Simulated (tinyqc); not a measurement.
Worked calculation: six-band Luttinger-Kohn model with strain. Values are carried at full precision from step to step, so a last printed digit may differ when a step is redone from the rounded ones.

Constants: hbar^2/2m0 = 3.80998211 eV angstrom^2.

Values chosen for the exercise (near those of Si; shifted at random, so the results belong to these values and not to a real crystal): C11 = 166.9 GPa; C12 = 63 GPa; C44 = 80.1 GPa; load = uniaxial [110] (kind of stress); X = -0.74 GPa (stress); Dso = 0.044 eV (spin-orbit splitting); g1 = 4.3 (Luttinger gamma1); g2 = 0.34 (gamma2); g3 = 1.44 (gamma3); av = 2.42 eV (valence hydrostatic potential); b = -2.07 eV (tetragonal shear potential); d = -4.77 eV (trigonal shear potential); k = (-0.045, 0.044, 0.024) 1/angstrom (wave vector); kmax = 0.08 1/angstrom (end of the path).

## Strain from a uniaxial [110] stress

s11 = (C11 + C12)/((C11 - C12)(C11 + 2 C12)), s12 = -C12/((C11 - C12)(C11 + 2 C12)), s44 = 1/C44; exx = s11 sxx + s12 (syy + szz) and cyclic, exy = s44 sxy/2; tension is positive. A uniaxial stress X along the unit vector n is s_ij = X n_i n_j.

s11, s12, s44 (1/TPa): 7.5545  -2.0702  12.4844

strain tensor:
```
,x,y,z
x,-0.002029,-0.002310,0.000000
y,-0.002310,-0.002029,0.000000
z,0.000000,0.000000,0.001532
```

The volume changes by -0.253 %; there is shear in the cubic axes, so d enters.

## The terms P, Q, R, S at one k

P = c g1 k^2 - av tr(e); Q = c g2 (kx^2 + ky^2 - 2 kz^2) - (b/2)(exx + eyy - 2 ezz); R = c sqrt3 [-g2 (kx^2 - ky^2) + 2i g3 kx ky] + (sqrt3/2) b (exx - eyy) - i d exy; S = 2 c sqrt3 g3 (kx - i ky) kz - d (exz - i eyz); c = hbar^2/2m0, e the strain tensor (not engineering shear).

Form the four terms.

Terms (eV):
```
term,from k,from strain
P,0.07433,0.00611
Q,0.00364,-0.00737
R,-0.00020-0.03763i,-0.01102i
S,-0.02053-0.02007i,0.00000
```

## The Hamiltonian

Six-band Luttinger-Kohn model in the basis |3/2,3/2>, |3/2,1/2>, |3/2,-1/2>, |3/2,-3/2>, |1/2,1/2>, |1/2,-1/2>, electron energies, zero at the top of the unstrained valence band. H = -[rows: (P+Q, -S, R, 0, -S/r2, r2 R); (-S*, P-Q, 0, R, -r2 Q, r32 S); (R*, 0, P-Q, S, r32 S*, r2 Q); (0, R*, S*, P+Q, -r2 R*, -S*/r2); (-S*/r2, -r2 Q, r32 S, -r2 R, P+Dso, 0); (r2 R*, r32 S*, r2 Q, -S/r2, 0, P+Dso)], r2 = sqrt(2), r32 = sqrt(3/2). Levels are twofold.

Each term is the sum of its two parts.

H(k) (eV), lower triangle (Hermitian):
```
,3/2,3/2,3/2,1/2,3/2,-1/2,3/2,-3/2,1/2,1/2,1/2,-1/2
3/2,3/2,-0.0767
3/2,1/2,-0.0205+0.0201i,-0.0842
3/2,-1/2,0.0002-0.0486i,0,-0.0842
3/2,-3/2,0,0.0002-0.0486i,0.0205-0.0201i,-0.0767
1/2,1/2,-0.0145+0.0142i,-0.0053,0.0251+0.0246i,-0.0003-0.0688i,-0.1244
1/2,-1/2,0.0003-0.0688i,0.0251-0.0246i,0.0053,-0.0145-0.0142i,0,-0.1244
```

## Levels and their make-up

Diagonalise H. The weights add +m and -m and are averaged over each pair; m is taken along z.

levels from the top, each twofold (eV): -0.0035  -0.0780  -0.2039

weights:
```
,top,second,third
|3/2,+-3/2>,0.569,0.104,0.327
|3/2,+-1/2>,0.249,0.555,0.196
|1/2,+-1/2>,0.182,0.341,0.477
```

The top pair is 57 % |3/2,+-3/2>, the second pair is 55 % |3/2,+-1/2> and the third pair is 48 % |1/2,+-1/2>.

## Band edges at k = 0
Diagonalise H at k = 0. The weights add +m and -m (m along z) and are averaged over each pair.

edges from the top (eV): 0.0127  -0.0193  -0.0557

weights at k = 0:
```
,top,second,third
|3/2,+-3/2>,0.702,0.247,0.052
|3/2,+-1/2>,0.217,0.752,0.031
|1/2,+-1/2>,0.081,0.002,0.917
```

The stress splits the top two pairs by 32.0 meV, 1.24 times kT at 300 K (25.85 meV); the third lies 68.4 meV below the top, against Dso = 44 meV without stress.

## Hole masses at the edges

Curvature at k = 0: m/m0 = -2 c h^2/(E(h u) + E(-h u) - 2 E(0)) with h = 0.0002 1/angstrom along the unit vector u.

Hole masses (m0):
```
direction,top,second,third
[110],0.122,0.535,0.356
[1-10],1.041,0.155,0.182
[100],0.218,0.240,0.241
[001],0.269,0.219,0.217
```

Of the directions listed, the top pair is lightest along [110] (0.122) and heaviest along [1-10] (1.041). These masses hold only for hole energies well below the splitting of 32 meV.

## Bands along [110] and [001]

Six points from 0 to kmax in each direction.

Levels (eV):
```
direction,|k| (1/angstrom),top,second,third,"top, no stress","second, no stress"
[110],0.000,0.0127,-0.0193,-0.0557,0.0000,0.0000
[110],0.016,0.0048,-0.0211,-0.0586,-0.0017,-0.0065
[110],0.032,-0.0165,-0.0274,-0.0688,-0.0058,-0.0233
[110],0.048,-0.0277,-0.0553,-0.0925,-0.0105,-0.0452
[110],0.064,-0.0326,-0.0890,-0.1420,-0.0150,-0.0713
[110],0.080,-0.0370,-0.1232,-0.2168,-0.0192,-0.1033
[001],0.000,0.0127,-0.0193,-0.0557,0.0000,0.0000
[001],0.016,0.0091,-0.0237,-0.0603,-0.0035,-0.0048
[001],0.032,-0.0017,-0.0368,-0.0741,-0.0141,-0.0191
[001],0.048,-0.0197,-0.0577,-0.0982,-0.0318,-0.0419
[001],0.064,-0.0447,-0.0854,-0.1336,-0.0565,-0.0720
[001],0.080,-0.0767,-0.1196,-0.1807,-0.0883,-0.1080
```

## Checks

- Levels against the same model in the basis X, Y, Z times spin: they agree to 1e-10 or better.

Program tinyqc; command `OMP_NUM_THREADS=1 python tinyqc.py 1050102 1050103 out.jsonl`; about 0.07 s on one thread of a shared Intel(R) Xeon(R) Processor @ 2.30GHz.
